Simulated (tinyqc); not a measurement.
# Index and thickness from Psi and Delta

Inverse problem. Air (index 1), film, substrate with N2 = n2 - i k2; time factor exp(+i w t). q_j = sqrt(N_j^2 - sin^2 th), root with positive real part. Fresnel coefficients r_s = (q_a - q_b)/(q_a + q_b), r_p = (N_b^2 q_a - N_a^2 q_b)/(N_b^2 q_a + N_a^2 q_b). tan(Psi) exp(i Delta) = R_p/R_s, Delta taken from 0 to 360 degrees. beta = 2 pi d q1/lam, X = exp(-2 i beta), R = (r01 + r12 X)/(1 + r01 r12 X) for p and s. The film is transparent, with 1.15 < n1 < 2.9 and d under half a period. Find n1, d and the period.

Parameters, values chosen for the exercise:

| symbol | value | unit | meaning |
|---|---|---|---|
| lam | 546.1 | nm | wavelength |
| th | 70 | degrees | angle of incidence |
| n2 | 4.086 |  | index of the substrate |
| k2 | 0.031 |  | extinction coefficient of the substrate |

Psi = 15.699806 degrees
Delta = 117.68842 degrees

Solution. Two measured angles fix two unknowns; a search from many starts finds one solution in the range given. Thicker films with d plus a multiple of the period give the same angles.

n1 = 2.036
d = 18.82 nm
period = 151.2 nm

tinyqc, about 0.4 s, one thread, Intel Xeon 2.30GHz (shared host): `OMP_NUM_THREADS=1 python tinyqc.py 2870206 2870207 out.jsonl`
